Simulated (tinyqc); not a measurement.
Inside a calculation. Method: plane-wave Kohn-Sham cycle with exchange-only LDA in a layered model solid. Computed by tinyqc, a small Python program that keeps every step. Settings: points = 16, plane-wave index or count = 2, electrons = 2, k points = 4, area = 26.0, mixing = 0.8, iteration cap = 50, Kerker q0 = 1.32. Command: `OMP_NUM_THREADS=1 python tinyqc.py 23126 23127 out.jsonl` (the two numbers bound the seeds that draw the settings). One thread of a shared host (Intel(R) Xeon(R) Processor @ 2.60GHz), about 0.03 s of CPU time with the checks. Later iterations appear only in the table of the cycle.

## Iteration 1: potential

A solid whose potential varies along x alone (atomic units):
```
parameter                      value
period a                   13.100000
cross-section of the cell  26.000000
electrons per cell                 2
grid points                       16
plane waves -n..n, n               2
k points                           4
V1 in V1 cos(2 pi x/a)     -0.260000
V2 in V2 cos(4 pi x/a)     -0.160000
```

density at the start, on the grid x_j = j a/N (e/bohr^3): [0.00587199, 0.00587199, 0.00587199, 0.00587199, 0.00587199, 0.00587199, 0.00587199, 0.00587199, 0.00587199, 0.00587199, 0.00587199, 0.00587199, 0.00587199, 0.00587199, 0.00587199, 0.00587199]

V_H(G) = 4 pi rho(G)/G^2 for G != 0 (uniform background); v_x = -(3 rho/pi)^(1/3); V = V_ext + V_H + v_x; Fourier components f(G_m) = (1/N) sum_j f(x_j) exp(-i G_m x_j).

Potentials on the grid (hartree):
```
x              V_ext       V_H        v_x          V
0.000000   -0.420000  0.000000  -0.177658  -0.597658
0.818750   -0.353346  0.000000  -0.177658  -0.531004
1.637500   -0.183848  0.000000  -0.177658  -0.361506
2.456250    0.013639  0.000000  -0.177658  -0.164019
3.275000    0.160000  0.000000  -0.177658  -0.017658
4.093750    0.212635  0.000000  -0.177658   0.034976
4.912500    0.183848  0.000000  -0.177658   0.006189
5.731250    0.127072  0.000000  -0.177658  -0.050587
6.550000    0.100000  0.000000  -0.177658  -0.077658
7.368750    0.127072  0.000000  -0.177658  -0.050587
8.187500    0.183848  0.000000  -0.177658   0.006189
9.006250    0.212635  0.000000  -0.177658   0.034976
9.825000    0.160000  0.000000  -0.177658  -0.017658
10.643750   0.013639  0.000000  -0.177658  -0.164019
11.462500  -0.183848  0.000000  -0.177658  -0.361506
12.281250  -0.353346  0.000000  -0.177658  -0.531004
```

V(G_m), m = 0, 1, 2, ... (hartree): [-0.177658, -0.130000, -0.080000, 0.000000, 0.000000]

## Iteration 1: Hamiltonian at one k

k = 0.125000 2 pi / a

H(m,m') = (k + G_m)^2/2 delta + V(G_m - G_m'), with V(-G) = V(G).

H (hartree), order -2, -1, +0, +1, +2:
$$\begin{pmatrix}
0.226722 & -0.130000 & -0.080000 & 0.000000 & 0.000000 \\
-0.130000 & -0.089593 & -0.130000 & -0.080000 & 0.000000 \\
-0.080000 & -0.130000 & -0.175861 & -0.130000 & -0.080000 \\
0.000000 & -0.080000 & -0.130000 & -0.032082 & -0.130000 \\
0.000000 & 0.000000 & -0.080000 & -0.130000 & 0.341745
\end{pmatrix}$$

## Iteration 1: levels at that k

Diagonalise the Hermitian matrix.

eigenvalues (hartree): [-0.388301, -0.039536, 0.031477, 0.279768, 0.387524]

## Iteration 1: new density

Motion across x is left out: the lowest 1 band(s) hold two electrons at each of the k points (j + 1/2)/nk - 1/2. Residual R = rho(out) - rho(in); rho(new) = rho(in) + 0.8 R, with R(G) scaled by G^2/(G^2 + 1.32^2) (Kerker). rho(out) = 2/(a A nk) sum |psi|^2 with psi = sum c exp(i G x). Harris energy E = band energy - dV sum rho (V_H/2 + v_x) + (3/4) dV sum rho v_x with rho(in), dV = a A/N, band energy = (2/nk) sum of the filled levels.

rho(out) (e/bohr^3): [0.02318535, 0.01935220, 0.01103045, 0.00401365, 0.00081760, 0.00008395, 0.00000871, 0.00003816, 0.00007707, 0.00003816, 0.00000871, 0.00008395, 0.00081760, 0.00401365, 0.01103045, 0.01935220]

density after iteration 1 (e/bohr^3): [0.00927765, 0.00807551, 0.00574130, 0.00440572, 0.00456847, 0.00522419, 0.00561998, 0.00578253, 0.00583877, 0.00578253, 0.00561998, 0.00522419, 0.00456847, 0.00440572, 0.00574130, 0.00807551]

energy per cell = -0.68577175 hartree

## Iteration 2: potential

As before.

Potentials on the grid (hartree):
```
x              V_ext        V_H        v_x          V
0.000000   -0.420000   0.075331  -0.206920  -0.551590
0.818750   -0.353346   0.061885  -0.197567  -0.489028
1.637500   -0.183848   0.030705  -0.176330  -0.329473
2.456250    0.013639  -0.000147  -0.161434  -0.147942
3.275000    0.160000  -0.019761  -0.163398  -0.023159
4.093750    0.212635  -0.028723  -0.170869   0.013043
4.912500    0.183848  -0.032012  -0.175080  -0.023244
5.731250    0.127072  -0.033014  -0.176752  -0.082694
6.550000    0.100000  -0.033195  -0.177323  -0.110518
7.368750    0.127072  -0.033014  -0.176752  -0.082694
8.187500    0.183848  -0.032012  -0.175080  -0.023244
9.006250    0.212635  -0.028723  -0.170869   0.013043
9.825000    0.160000  -0.019761  -0.163398  -0.023159
10.643750   0.013639  -0.000147  -0.161434  -0.147942
11.462500  -0.183848   0.030705  -0.176330  -0.329473
12.281250  -0.353346   0.061885  -0.197567  -0.489028
```

V(G_m), m = 0, 1, 2, ... (hartree): [-0.176694, -0.109260, -0.077097, -0.001346, -0.000187]

## Iteration 2: Hamiltonian at one k

k = 0.125000 2 pi / a

As before.

H (hartree), order -2, -1, +0, +1, +2:
$$\begin{pmatrix}
0.227686 & -0.109260 & -0.077097 & -0.001346 & -0.000187 \\
-0.109260 & -0.088629 & -0.109260 & -0.077097 & -0.001346 \\
-0.077097 & -0.109260 & -0.174897 & -0.109260 & -0.077097 \\
-0.001346 & -0.077097 & -0.109260 & -0.031117 & -0.109260 \\
-0.000187 & -0.001346 & -0.077097 & -0.109260 & 0.342710
\end{pmatrix}$$

## Iteration 2: levels at that k

As before.

eigenvalues (hartree): [-0.351029, -0.032911, 0.012369, 0.269327, 0.377998]

## Iteration 2: new density

As before.

rho(out) (e/bohr^3): [0.02281461, 0.01912631, 0.01107424, 0.00418626, 0.00093929, 0.00012317, 0.00002110, 0.00005223, 0.00009206, 0.00005223, 0.00002110, 0.00012317, 0.00093929, 0.00418626, 0.01107424, 0.01912631]

density after iteration 2 (e/bohr^3): [0.01161571, 0.00971868, 0.00594852, 0.00359670, 0.00360051, 0.00456221, 0.00526836, 0.00561038, 0.00572543, 0.00561038, 0.00526836, 0.00456221, 0.00360051, 0.00359670, 0.00594852, 0.00971868]

energy per cell = -0.61709916 hartree

## Convergence

Stop when sqrt(dV sum R^2) is below 1e-8, dV = a A/N.

Course of the cycle:
```
iteration  E (hartree)  norm of the residual
1          -0.68577175              1.47e-01
2          -0.61709916              1.24e-01
3          -0.56162363              1.07e-01
4          -0.51823322              9.27e-02
5          -0.48479112              8.05e-02
6          -0.45953570              6.91e-02
7          -0.44120510              5.77e-02
8          -0.42894836              4.51e-02
9          -0.42202524              3.09e-02
10         -0.41919642              1.72e-02
11         -0.41851632              8.22e-03
...                ...                   ...
40         -0.41842268              3.21e-07
41         -0.41842268              2.31e-07
42         -0.41842268              1.67e-07
43         -0.41842268              1.20e-07
44         -0.41842268              8.68e-08
45         -0.41842268              6.26e-08
46         -0.41842268              4.51e-08
47         -0.41842268              3.26e-08
48         -0.41842268              2.35e-08
49         -0.41842268              1.69e-08
50         -0.41842268              1.22e-08
```

Not converged within 50 iterations: the residual falls steadily but slowly, by a factor of about 0.72 a step. Reruns (cap 100 unless said): mixing 0.1: not converged; mixing 0.5, Kerker q0 1.0: converged in 57 (E = -0.41842); mixing 0.3, Pulay depth 5: converged in 20 (E = -0.41842); the original settings with a cap of 400: converged in 51 (E = -0.41842).
